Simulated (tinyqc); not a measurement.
Hueckel theory of the pi electrons with the omega technique, for the molecule C=C1C=CC=CC(Cl)=N1 (SMILES; centres numbered as the heavy atoms are written), step by step. One step of it, computed by the program tinyqc.

Task: Energy, charges, bond orders. E = sum n x; q_r = z_r - P_rr; bond order p = P_rs; free valence = sqrt(3) - sum of p over the bonds of the atom.

final x values: 2.292516  2.003841  1.474044  1.299421  0.191120  -0.308842  -0.799459  -1.736082  -1.916560

occupations: 2.000000  2.000000  2.000000  2.000000  2.000000  0.000000  0.000000  0.000000  0.000000

final P, lower triangle:
```
            1C         2C         3C         4C         5C         6C        7C        8Cl
1C    1.174893
2C    0.798154   1.008504
3C   -0.099718   0.429262   0.924999
4C   -0.343973   0.001692   0.779968   0.978520
5C    0.168958  -0.062189   0.096957   0.510157   0.928797
6C    0.240204  -0.058621  -0.331632   0.021868   0.757273   0.974826
7C   -0.275636  -0.016401  -0.150233  -0.084597   0.102752   0.502029  0.901272
8Cl   0.045724  -0.009899   0.033593   0.015142  -0.037172  -0.046479  0.145271   1.980092
9N   -0.199475   0.413446   0.220761  -0.068871  -0.327800   0.010863  0.774975  -0.105958

          9N
9N  1.128096
```

Centres:
```
centre  z_r, pi electrons of the neutral centre         h
1C                                            1  0.000000
2C                                            1  0.000000
3C                                            1  0.000000
4C                                            1  0.000000
5C                                            1  0.000000
6C                                            1  0.000000
7C                                            1  0.000000
8Cl                                           2  2.000000
9N                                            1  0.500000
```

Bonds:
```
i  j         k
1  2         1
2  3         1
3  4         1
4  5         1
5  6         1
6  7         1
7  8  0.400000
7  9         1
9  2  1.000000
```

Give: pi energy = 10 alpha + this times beta; pi charges; Bond orders and lengths from R = 1.517 - 0.180 p; free valence of the carbons; gap between the highest filled and the next level.

Result:

pi energy = 10 alpha + this times beta = 14.5219

pi charges: 1C -0.1749, 2C -0.0085, 3C 0.0750, 4C 0.0215, 5C 0.0712, 6C 0.0252, 7C 0.0987, 8Cl 0.0199, 9N -0.1281

Bond orders and lengths from R = 1.517 - 0.180 p (angstrom, C-C alone):
```
bond       p       R
1-2   0.7982  1.3733
2-3   0.4293  1.4397
3-4   0.7800  1.3766
4-5   0.5102  1.4252
5-6   0.7573  1.3807
6-7   0.5020  1.4266
7-8   0.1453       -
7-9   0.7750       -
9-2   0.4134       -
```

free valence of the carbons: 1C 0.9339, 2C 0.0912, 3C 0.5228, 4C 0.4419, 5C 0.4646, 6C 0.4727, 7C 0.3098

gap between the highest filled and the next level = 0.5000 |beta|
